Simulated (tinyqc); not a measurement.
# Square on-chip spiral inductor, lumped pi model: two studies

Outer diameter do = di + 2 n wd + 2 (n - 1) sp, mean da = (do + di)/2, fill p = (do - di)/(do + di), length l = 4 n da. L = 2.34 mu0 n^2 da/(1 + 2.75 p), mu0 = 4 pi 1e-7 H/m. Rs = rho l/(wd delta (1 - exp(-th/delta))), delta = sqrt(rho/(pi f mu0)). Cs = n wd^2 eps0 eo/hu across the coil. At each end Cox = l wd eps0 eo/(2 ho) leads to the substrate branch Rsi = 2 rs he/(l wd) in parallel with Csi = l wd eps0 11.7/(2 he). With one end grounded Y = 1/(Rs + i w L) + i w Cs + 1/[1/(i w Cox) + 1/(1/Rsi + i w Csi)], w = 2 pi f; Q = -Im Y/Re Y. Eddy currents in neighbouring turns and in the substrate are left out.

Inputs (values chosen for the exercise); values of the order met in silicon radio-frequency processes:
```
symbol  value     unit                                     meaning
n         2.5                                      number of turns
wd         10       um                                  line width
sp          2       um                         space between turns
di         60       um                              inner diameter
th          2       um                             metal thickness
rho       1.9  uohm cm                           metal resistivity
ho        8.9       um                        oxide below the coil
hu        1.2       um            oxide between coil and underpass
eo          3                   relative permittivity of the oxide
rs         10   ohm cm                       substrate resistivity
he         30       um  effective spreading depth in the substrate
f          11      GHz                                   frequency
```

Constants: eps0 = 8.8541878128e-12 F/m. Results are converted to the units shown.

Each table varies one quantity; the others keep the values above.

## Quality factor against frequency

Apparent inductance Im(1/Y)/w; share of the loss Re(substrate branch)/Re Y.

Results:
```
f (GHz),Rs (ohm),w L/Rs,Q,apparent inductance (nH),loss in the substrate (%)
0.8,1.223,3.546,3.544,0.8629,0.004884
1.3,1.344,5.240,5.233,0.8634,0.02928
3.5,1.742,10.89,10.70,0.8688,0.9932
5.7,2.052,15.05,14.10,0.8783,4.547
9.3,2.478,20.34,16.44,0.9021,15.36
15,3.041,26.73,15.63,0.9637,34.51
25,3.851,35.18,10.74,1.190,57.56
41,4.894,45.40,2.977,2.914,75.36
```

Estimate the missing row, f = 2.1 GHz.

Computed row:
```
f (GHz),Rs (ohm),w L/Rs,Q,apparent inductance (nH),loss in the substrate (%)
2.1,1.506,7.555,7.521,0.8648,0.1679
```

With this row back in the table: Q goes from 3.54 through a maximum of 16.4 (at f = 9.3 GHz among the rows listed) to 2.98; the exact peak is 16.6 at 10.7 GHz and Q reaches zero at the self-resonance, 48.0 GHz. The share of the substrate rises from 0.00488 to 75.4 %, and the apparent inductance ends at 3.38 times L. At the peak the substrate takes 20.2 % of the loss. For f = 41 the coil is longer than 0.15 of a wavelength in the oxide, where one lumped section is rough.

## Effect of the oxide below the coil

Same model as above.

Peak Q and its frequency from a search over f; self-resonance where Im Y = 0; Q at the given f (negative beyond resonance).

The same in every row: L (nH) = 0.8626; do (um) = 116.0.

Effect of the oxide below the coil:
```
ho (um),peak Q,f of the peak (GHz),self-resonance (GHz),Q at f
1,9.791,5.697,39.11,8.173
2,11.00,6.221,40.52,9.555
3,12.10,6.863,41.85,10.93
5,13.93,8.214,44.23,13.36
7,15.40,9.515,46.29,15.25
10,17.20,11.33,48.86,17.20
15,19.52,14.00,52.18,19.02
```

What does the table show?

As ho goes from 1 to 15, L stays at 0.863 nH, the peak Q rises from 9.79 to 19.5, its frequency rises from 5.70 to 14.0 GHz and the self-resonance rises from 39.1 to 52.2 GHz.

Computed by the program tinyqc: `OMP_NUM_THREADS=1 python tinyqc.py 2302078 2302079 out.jsonl`, one thread of a shared Intel Xeon 2.30GHz, about 0.01 s for the whole run.
